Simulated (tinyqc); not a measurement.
Donor or exciton in a quantum well (variational effective-mass method): one step, computed by the program tinyqc.

H = -nabla^2 - 2/|r - r_i| + V(z) in effective units; trial function psi = f(z) exp(-|r - r_i|/lambda), f the ground state of the well. Mass and screening are the same in well and barrier; l = L/a* is the width in effective units. Bands are flat: no polarisation or applied field.

Task: Best radius. k solves k tan(k l/2) = sqrt(v - k^2), v = V_0/Ry*, 0 < k l/2 < pi/2 (bisection); f = cos(k z) inside and cos(k l/2) exp(-kappa (|z| - l/2)) outside, kappa = sqrt(v - k^2); subband energy k^2 Ry*. Binding E_b(lambda) = -1/lambda^2 + 4 A/(lambda B), with A = int f^2 exp(-2 s/lambda) dz, B = int f^2 exp(-2 s/lambda)(1 + 2 s/lambda) dz and s = |z - z_i|; 40 Gauss-Legendre points on each piece between the walls at z = -l/2 and l/2 and z_i, and out to 12/(kappa + 1/lambda) beyond the walls. Golden-section search for the maximum over lambda from 0.3 to 4, 40 steps.

Inputs (values chosen for the exercise, modelled on CdTe): donor position z_i/L from the centre = 0.1; barrier height V_0 = 0.43 eV.

Centre: donor. Barriers: finite.

l = 3.119118

Ry* = 11.76997 meV

a* = 5.770863 nm

Give: best lambda; binding in Ry*; binding energy; radius lambda a*.

Result:

best lambda = 1.036 a*

binding in Ry* = 1.410

binding energy = 16.60 meV

radius lambda a* = 5.978 nm

Confinement changes the binding by a factor 1.410 against the bulk value (with finite barriers it peaks in a narrow well and returns to 1 as L tends to 0, and away from the walls of a wide well it tends to 1).
